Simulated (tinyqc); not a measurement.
Inside a calculation. Method: UKS/LDA (PW92) in the sto-3g basis, for H3, spin multiplicity 2. One step of it, computed by the program tinyqc.

Task: Iteration 2: diagonalisation and new density. A level shift of 0.2 hartree raises the virtual space: F + shift (S - S D(s) S), with D(s) the density of one spin. Diagonalise F' = X^T F X, C = X C', fill 2 alpha and 1 beta electrons from the bottom; D(s) = C_occ C_occ^T. Each column has its largest component positive (the first on a tie).

F(alpha) (hartree), order 1H 1s, 2H 1s, 3H 1s:
$$\begin{pmatrix}
-0.135881 & -0.142449 & -0.142475 \\
-0.142449 & -0.154959 & -0.015133 \\
-0.142475 & -0.015133 & -0.154955
\end{pmatrix}$$

F(beta) (hartree), order 1H 1s, 2H 1s, 3H 1s:
$$\begin{pmatrix}
-0.130638 & -0.133508 & -0.133536 \\
-0.133508 & -0.063399 & -0.014742 \\
-0.133536 & -0.014742 & -0.063431
\end{pmatrix}$$

X, order 1H 1s, 2H 1s, 3H 1s:
$$\begin{pmatrix}
0.889794 & -0.000010 & 0.596369 \\
-0.613604 & 0.713647 & 0.432317 \\
-0.613735 & -0.713509 & 0.432393
\end{pmatrix}$$

D(alpha) after iteration 1, order 1H 1s, 2H 1s, 3H 1s:
$$\begin{pmatrix}
0.362858 & 0.257908 & 0.257958 \\
0.257908 & 0.692603 & -0.325844 \\
0.257958 & -0.325844 & 0.692481
\end{pmatrix}$$

D(beta) after iteration 1, order 1H 1s, 2H 1s, 3H 1s:
$$\begin{pmatrix}
0.364086 & 0.257918 & 0.257964 \\
0.257918 & 0.182708 & 0.182741 \\
0.257964 & 0.182741 & 0.182774
\end{pmatrix}$$

overlap S, order 1H 1s, 2H 1s, 3H 1s:
$$\begin{pmatrix}
1.000000 & 0.255685 & 0.255735 \\
0.255685 & 1.000000 & 0.018054 \\
0.255735 & 0.018054 & 1.000000
\end{pmatrix}$$

Give: F' = X^T F X; orbital energies; coefficients C; F' = X^T F X; orbital energies; coefficients C; D(alpha) after iteration 2; D(beta) after iteration 2.

Result:

F' = X^T F X (alpha) (hartree):
$$\begin{pmatrix}
0.275 & 0.000 & 0.011 \\
0.000 & -0.142 & 0.000 \\
0.011 & 0.000 & -0.259
\end{pmatrix}$$

orbital energies (alpha) (hartree): MO1 -0.259, MO2 -0.142, MO3 0.276

coefficients C (alpha), order 1H 1s, 2H 1s, 3H 1s:
$$\begin{pmatrix}
0.577 & 0.000 & 0.902 \\
0.445 & 0.714 & -0.604 \\
0.445 & -0.714 & -0.604
\end{pmatrix}$$

F' = X^T F X (beta) (hartree):
$$\begin{pmatrix}
0.329 & 0.000 & -0.034 \\
0.000 & 0.150 & 0.000 \\
-0.034 & 0.000 & -0.213
\end{pmatrix}$$

orbital energies (beta) (hartree): MO1 -0.216, MO2 0.150, MO3 0.331

coefficients C (beta), order 1H 1s, 2H 1s, 3H 1s:
$$\begin{pmatrix}
0.651 & 0.000 & 0.850 \\
0.393 & 0.714 & -0.640 \\
0.393 & -0.714 & -0.640
\end{pmatrix}$$

D(alpha) after iteration 2, order 1H 1s, 2H 1s, 3H 1s:
$$\begin{pmatrix}
0.333 & 0.257 & 0.257 \\
0.257 & 0.708 & -0.311 \\
0.257 & -0.311 & 0.708
\end{pmatrix}$$

D(beta) after iteration 2, order 1H 1s, 2H 1s, 3H 1s:
$$\begin{pmatrix}
0.424 & 0.256 & 0.256 \\
0.256 & 0.154 & 0.154 \\
0.256 & 0.154 & 0.154
\end{pmatrix}$$
